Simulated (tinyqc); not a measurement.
# Joule-heated wire on a substrate, fin equation: effect of the width of the hot spot as a share of L

A wire of length L loses heat along itself to two contacts and sideways to the substrate: kap A theta'' - g theta + p = 0 with theta = T - T0 and p(x) = p0 exp(-((x/L - x0)/sg)^2/2). Each end passes the heat flow theta/Rc to its contact. Constant conductivity, diffusive heat flow.

The equation is solved on 800 equal steps and the peak is the largest node value. LH = sqrt(kap A/g); the share is the integral of g theta over that of p.

Values chosen for this exercise:
- kap = 200 W/(m K) (conductivity along the wire)
- A = 230 nm^2 (cross-section)
- g = 1.6 W/(m K) (conductance per length to the substrate)
- L = 1100 nm (length between the contacts)
- Rc = 2.4 K/uW (thermal resistance of each contact)
- p0 = 0.12 uW/nm (peak heating per length)
- x0 = 0.66 (place of the hot spot as a share of L)

The same in every row: LH (nm) = 169.6; L/LH = 6.487.

Effect of the width of the hot spot as a share of L:

| sg | peak theta (K) | peak/(p0/g) | share to the substrate (%) |
|---|---|---|---|
| 0.03 | 15.72 | 0.2096 | 92.35 |
| 0.06 | 27.41 | 0.3655 | 91.90 |
| 0.09 | 36.23 | 0.4831 | 91.10 |
| 0.12 | 42.96 | 0.5728 | 89.99 |
| 0.15 | 48.11 | 0.6414 | 88.87 |
| 0.18 | 52.06 | 0.6941 | 87.92 |
| 0.21 | 55.11 | 0.7348 | 87.13 |
| 0.24 | 57.50 | 0.7667 | 86.46 |

What does the table show?

As sg goes from 0.03 to 0.24, the peak theta rises from 15.7 to 57.5 K and the share of heat to the substrate falls from 92.3 to 86.5 %; L/LH is 6.49 throughout.

tinyqc, about 0.01 s, one thread, Intel Xeon 2.30GHz (shared host): `OMP_NUM_THREADS=1 python tinyqc.py 2520149 2520150 out.jsonl`
